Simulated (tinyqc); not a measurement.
# Off-state leakage of single and stacked transistors: effects of single changes

n-channel devices of unit width. Subthreshold current I(Vg, Vs, Vd) = I0 (T/300 K)^0.5 exp[(Vg - Vs - VT(T) - gb (Vs - Vb) + dd (Vd - Vs))/(nf Vt)] (1 - exp(-(Vd - Vs)/Vt)), VT(T) = VT - cT (T - 300 K). Gate-edge tunnelling Ig (Vd/1 V) exp(ag (Vd - 1 V)), for a gate at 0 V, and band-to-band leakage Ab u exp(-Bb/u), u = Vd - Vb + 1 V, flow at a drain held at V; both are taken as independent of T. In a stack of off transistors (all gates at 0 V) the same subthreshold current passes through each.

Inputs (values chosen for the exercise); values of the order met in bulk silicon logic transistors:

| symbol | value | unit | meaning |
|---|---|---|---|
| T | 330 | K | temperature |
| V | 1.2 | V | supply voltage |
| VT | 0.27 | V | threshold at 300 K, zero drain and body bias |
| cT | 0.9 | mV/K | fall of the threshold with temperature |
| I0 | 0.73 | uA/um | current at threshold at 300 K |
| nf | 1.26 |  | slope factor |
| dd | 0.04 |  | drain-induced lowering per volt |
| gb | 0.22 |  | rise of the threshold per volt of source-body bias |
| Ig | 8e-6 | uA/um | gate-edge tunnelling current at 1 V |
| ag | 3.8 | 1/V | exponential slope of the gate current |
| Ab | 30 | uA/(um V) | prefactor of band-to-band leakage at the drain |
| Bb | 20 | V | its exponential voltage |
| Vb | -0.3 | V | body voltage |

Constants: q = 1.602176634e-19 C, kB = 1.380649e-23 J/K, Vt = kB T/q. Results are converted to the units shown.

Each table varies one quantity; the others keep the values above.

## Subthreshold current against the height of the stack

All n gates at 0 V, bottom source at 0 V, top drain at V; node voltages follow from equal currents.

Results:
```
n,I (nA/um),reduction factor,drain voltage of the bottom device (mV),source voltage of the top device (mV),voltage across the top device (V)
1,0.5254,1.000,1200,0,1.200
2,0.1133,4.636,43.62,43.62,1.156
3,0.06319,8.315,17.03,60.23,1.140
4,0.04378,12.00,10.73,70.67,1.129
6,0.02711,19.38,6.190,84.30,1.116
```

Estimate the missing row, n = 5.

Computed row:
```
n,I (nA/um),reduction factor,drain voltage of the bottom device (mV),source voltage of the top device (mV),voltage across the top device (V)
5,0.03349,15.69,7.848,78.29,1.122
```

With this row back in the table: The second transistor cuts the current by a factor of 4.64, the third by a further 1.79 and the sixth by 1.24. The top device keeps 93.0 % of the supply at n = 6, while the drain voltage of the bottom one falls to 0.218 Vt.

## Leakage components against the body voltage

Same model as above.

One transistor with Vg = Vs = 0, Vd = V; stack factor I(one)/I(two in series).

The same in every row: gate edge (nA/um) = 0.020527; stack factor = 4.6362.

Results:
```
Vb (V),subthreshold (nA/um),band-to-band (nA/um),total (nA/um),largest part
0.2,11.319,2.7240,14.063,subthreshold
0,3.3150,7.4372,10.773,band-to-band
-0.2,0.97091,17.307,18.298,band-to-band
-0.6,0.083283,66.401,66.505,band-to-band
-0.8,0.024392,114.54,114.58,band-to-band
-1,0.0071439,185.32,185.35,band-to-band
-1.2,0.0020923,284.40,284.42,band-to-band
-1.4,6.1280e-4,417.52,417.54,band-to-band
```

Estimate the missing row, Vb = -0.4 V.

Computed row:
```
Vb (V),subthreshold (nA/um),band-to-band (nA/um),total (nA/um),largest part
-0.4,0.28436,35.593,35.898,band-to-band
```

With this row back in the table: As Vb goes from 0.2 to -1.4, the total leakage goes from 14.1 through a minimum of 10.8 (at Vb = 0 among the rows listed) to 418 nA/um. The subthreshold part leads at Vb = 0.2, the band-to-band part from 0 on. The exact minimum lies at Vb = 0.0519 V: reverse body bias lowers the subthreshold part by a decade every nf Vt ln 10/gb = 0.375 V but raises the band-to-band part. The reduction by a stack of two stays at 4.64, for the subthreshold part alone. For Vb = 0.2 the body is forward biased; the junction current, left out, is still small at this voltage.

Program tinyqc, `OMP_NUM_THREADS=1 python tinyqc.py 2242023 2242024 out.jsonl`; Intel Xeon 2.30GHz, shared host, one thread, about 0.03 s.
